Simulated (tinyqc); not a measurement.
Worked calculation: Hubbard chain of 4 sites. Computed by tinyqc, a small Python program that keeps every step. Settings: hopping = 1.51, U = 8.6, mixing = 0.5, iteration cap = 75. Command: `OMP_NUM_THREADS=1 python tinyqc.py 23387 23388 out.jsonl` (the two numbers bound the seeds that draw the settings). One thread of a shared host (Intel(R) Xeon(R) Processor @ 2.60GHz), about 0.2 s of CPU time with the checks. Later iterations appear only in the table of the cycle.

## Mean-field iteration 1

one-body matrix (hopping and site energies) (eV):
```
          1         2         3         4
1  -0.33000  -1.51000   0.00000   0.00000
2  -1.51000  -0.91000  -1.51000   0.00000
3   0.00000  -1.51000   0.37000  -1.51000
4   0.00000   0.00000  -1.51000  -0.91000
```

U = 8.60000 eV

electrons, up and down: 3  1

mixing = 0.50000

n(up) at the start (a guess, not normalised): 1 0.80000, 2 0.70000, 3 0.80000, 4 0.70000

n(down) at the start (a guess): 1 0.20000, 2 0.30000, 3 0.20000, 4 0.30000

H(up) = T + U n(down), H(down) = T + U n(up); fill the lowest levels; n(new) = n + mixing (n(out) - n); E = tr T (rho up + rho down) + U sum n_up n_down of the output.

levels, up (eV): -0.68731  0.70275  2.55335  4.25121

levels, down (eV): 3.44216  4.68800  7.13855  8.75129

energy = -0.63160 eV

n(up) after iteration 1: 1 0.85583, 2 0.69141, 3 0.67855, 4 0.77422

n(down) after iteration 1: 1 0.16108, 2 0.40873, 3 0.19903, 4 0.23117

## Mean-field iteration 2

As before.

levels, up (eV): -0.57582  0.40736  2.45523  4.53323

levels, down (eV): 3.28464  5.03145  7.30161  8.40230

energy = -1.13105 eV

n(up) after iteration 2: 1 0.88159, 2 0.59993, 3 0.66471, 4 0.85377

n(down) after iteration 2: 1 0.12221, 2 0.46073, 3 0.24633, 4 0.17074

## Convergence

Each step fills the lowest levels of T + U n(other spin) and sets n(new) = n + mixing (n(out) - n); stop when output and input agree to 1e-8.

Course of the cycle:

| iteration | E (eV) | largest \|n(out) - n(in)\| | mean \|n_up - n_down\| |
|---|---|---|---|
| 1 | -0.6316032 | 2.43e-01 | 0.50000 |
| 2 | -1.1310478 | 1.83e-01 | 0.50214 |
| 3 | -1.4876391 | 1.99e-01 | 0.59314 |
| 4 | -1.8939178 | 2.04e-01 | 0.69623 |
| 5 | -2.3473820 | 1.95e-01 | 0.79161 |
| 6 | -2.6523810 | 1.73e-01 | 0.85732 |
| 7 | -2.7829100 | 1.27e-01 | 0.89289 |
| 8 | -2.8288317 | 8.41e-02 | 0.91119 |
| 9 | -2.8442943 | 5.30e-02 | 0.92088 |
| 10 | -2.8495166 | 3.25e-02 | 0.92619 |
| 11 | -2.8512997 | 1.97e-02 | 0.92919 |
| ... | ... | ... | ... |
| 29 | -2.8522413 | 1.62e-06 | 0.93336 |
| 30 | -2.8522413 | 9.62e-07 | 0.93336 |
| 31 | -2.8522413 | 5.70e-07 | 0.93336 |
| 32 | -2.8522413 | 3.37e-07 | 0.93336 |
| 33 | -2.8522413 | 2.00e-07 | 0.93336 |
| 34 | -2.8522413 | 1.18e-07 | 0.93336 |
| 35 | -2.8522413 | 7.01e-08 | 0.93336 |
| 36 | -2.8522413 | 4.15e-08 | 0.93336 |
| 37 | -2.8522413 | 2.46e-08 | 0.93336 |
| 38 | -2.8522413 | 1.46e-08 | 0.93336 |
| 39 | -2.8522413 | 8.63e-09 | 0.93336 |

local moments n_up - n_down: 1 0.93821, 2 -0.86673, 3 0.93065, 4 0.99787

Converged in 39 iterations. But random starts reach -2.85951 eV, so this is another stationary point, not the lowest one. Reruns (cap 100 unless said): mixing 0.2: not converged; mixing 0.9: converged in 21 to a higher stationary point (E = -2.85224). Before convergence this energy mixes input and output and is not variational, so it may rise towards its limit.

## The many-body Hamiltonian

Basis: all placements (u, d, 2, 0 on each site), up operators ordered before down ones; hops carry the sign of the same-spin electrons passed.

H (eV):
```
          2uu0      u2u0      uu20      uuud      2u0u      u20u      uudu      uu02
2uu0   7.40000  -1.51000   0.00000   0.00000  -1.51000   0.00000   0.00000   0.00000
u2u0  -1.51000   6.82000  -1.51000   0.00000   0.00000  -1.51000   0.00000   0.00000
uu20   0.00000  -1.51000   8.10000  -1.51000   0.00000   0.00000  -1.51000   0.00000
uuud   0.00000   0.00000  -1.51000  -1.78000   0.00000   0.00000   0.00000  -1.51000
2u0u  -1.51000   0.00000   0.00000   0.00000   6.12000  -1.51000   0.00000   0.00000
u20u   0.00000  -1.51000   0.00000   0.00000  -1.51000   5.54000  -1.51000   0.00000
uudu   0.00000   0.00000  -1.51000   0.00000   0.00000  -1.51000  -1.78000  -1.51000
uu02   0.00000   0.00000   0.00000  -1.51000   0.00000   0.00000  -1.51000   5.54000
20uu   0.00000   0.00000   0.00000   0.00000  -1.51000   0.00000   0.00000   0.00000
uduu   0.00000   0.00000   0.00000   0.00000   0.00000  -1.51000   0.00000   0.00000
u02u   0.00000   0.00000   0.00000   0.00000   0.00000   0.00000  -1.51000   0.00000
u0u2   0.00000   0.00000   0.00000   0.00000   0.00000   0.00000   0.00000  -1.51000
duuu   0.00000   0.00000   0.00000   0.00000   0.00000   0.00000   0.00000   0.00000
02uu   0.00000   0.00000   0.00000   0.00000   0.00000   0.00000   0.00000   0.00000
0u2u   0.00000   0.00000   0.00000   0.00000   0.00000   0.00000   0.00000   0.00000
0uu2   0.00000   0.00000   0.00000   0.00000   0.00000   0.00000   0.00000   0.00000

          20uu      uduu      u02u      u0u2      duuu      02uu      0u2u      0uu2
2uu0   0.00000   0.00000   0.00000   0.00000   0.00000   0.00000   0.00000   0.00000
u2u0   0.00000   0.00000   0.00000   0.00000   0.00000   0.00000   0.00000   0.00000
uu20   0.00000   0.00000   0.00000   0.00000   0.00000   0.00000   0.00000   0.00000
uuud   0.00000   0.00000   0.00000   0.00000   0.00000   0.00000   0.00000   0.00000
2u0u  -1.51000   0.00000   0.00000   0.00000   0.00000   0.00000   0.00000   0.00000
u20u   0.00000  -1.51000   0.00000   0.00000   0.00000   0.00000   0.00000   0.00000
uudu   0.00000   0.00000  -1.51000   0.00000   0.00000   0.00000   0.00000   0.00000
uu02   0.00000   0.00000   0.00000  -1.51000   0.00000   0.00000   0.00000   0.00000
20uu   7.40000  -1.51000   0.00000   0.00000  -1.51000   0.00000   0.00000   0.00000
uduu  -1.51000  -1.78000  -1.51000   0.00000   0.00000  -1.51000   0.00000   0.00000
u02u   0.00000  -1.51000   8.10000  -1.51000   0.00000   0.00000  -1.51000   0.00000
u0u2   0.00000   0.00000  -1.51000   6.82000   0.00000   0.00000   0.00000  -1.51000
duuu  -1.51000   0.00000   0.00000   0.00000  -1.78000  -1.51000   0.00000   0.00000
02uu   0.00000  -1.51000   0.00000   0.00000  -1.51000   6.24000  -1.51000   0.00000
0u2u   0.00000   0.00000  -1.51000   0.00000   0.00000  -1.51000   7.52000  -1.51000
0uu2   0.00000   0.00000   0.00000  -1.51000   0.00000   0.00000  -1.51000   6.24000
```

## Exact diagonalisation (16 states)

Lowest levels of the sector, and the double occupancy of the lowest state.

lowest levels (eV): -3.43003  -2.76669  -2.08631  -1.78000  3.24192  3.87208

double occupancy per site = 0.03994

The mean-field solution above lies 0.5778 eV above the exact energy.

## The lowest level by Lanczos steps

From a random start vector (not printed): a_j = <q_j|H|q_j>, b_j = norm of the remainder after orthogonalising; the Ritz value is the lowest eigenvalue of the tridiagonal matrix of a and b so far.

Lanczos:

| j | a_j (eV) | b_j (eV) | lowest Ritz value (eV) |
|---|---|---|---|
| 1 | 5.18731 | 5.48202 | 5.1873139 |
| 2 | 2.61308 | 3.46476 | -1.7309000 |
| 3 | 4.06624 | 2.38082 | -2.8568537 |
| 4 | 3.23805 | 4.64515 | -3.0039256 |
| 5 | 3.16903 | 3.56326 | -3.1954313 |
| 6 | 6.24813 | 2.71708 | -3.3196912 |
| 7 | 2.69814 | 4.91716 | -3.3481491 |
| 8 | 3.21193 | 1.51890 | -3.4191395 |
| 9 | 5.32155 | 2.17858 | -3.4292532 |
| 10 | 6.89645 | 1.93385 | -3.4298898 |
